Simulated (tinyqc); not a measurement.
Ferroelectric switching, Landau-Khalatnikov equation: two steps of the calculation.

One domain: rho dP/dt = E - (2 al P + 4 be P^3), with al = -3 sqrt(3) Ec/(4 Pr), be = 3 sqrt(3) Ec/(8 Pr^3), so that the static loop has remanence Pr and coercive field Ec. With P in uC/cm^2, E in kV/cm, rho in ohm m and t in ns, dP/dt = [E - 2 al P - 4 be P^3]/(100 rho).

Values chosen for this exercise; remanent polarisation and coercive field close to those of lead zirconate titanate films:
```
symbol,value,unit,meaning
Pr,29,uC/cm^2,remanent polarisation
Ec,79,kV/cm,static coercive field
rho,5.9,ohm m,viscosity of the polarisation
Em,170,kV/cm,field amplitude
dt,16,ns,time step
```

Question 1. Landau coefficients and time scales. al = -3 sqrt(3) Ec/(4 Pr), be = 3 sqrt(3) Ec/(8 Pr^3). Relaxation time at remanence tau = 100 rho/(-4 al); final state: the largest root Pf of 2 al P + 4 be P^3 = Em; relaxation time there 100 rho/(2 al + 12 be Pf^2).

Find: al; be; tau; Pf; relaxation time at Pf.

Answer 1.

al = -3.5388 kV cm/uC
be = 0.0021039 kV cm^5/uC^3
tau = 41.681 ns
Pf = 37.202 uC/cm^2
relaxation time at Pf = 21.174 ns

Question 2. One time step. The constant field E = Em acts from t = 0. Explicit Euler: P(new) = P + dt dP/dt(P).

P at t = 0 = -29 uC/cm^2
al = -3.5387590 kV cm/uC
be = 0.0021038995 kV cm^5/uC^3

Give: dP/dt; P after step 1.

Answer 2.

dP/dt = 0.28814 uC/(cm^2 ns)
P after step 1 = -24.390 uC/cm^2

tinyqc, about 0.1 s, one thread, Intel Xeon 2.30GHz (shared host): `OMP_NUM_THREADS=1 python tinyqc.py 2860117 2860118 out.jsonl`
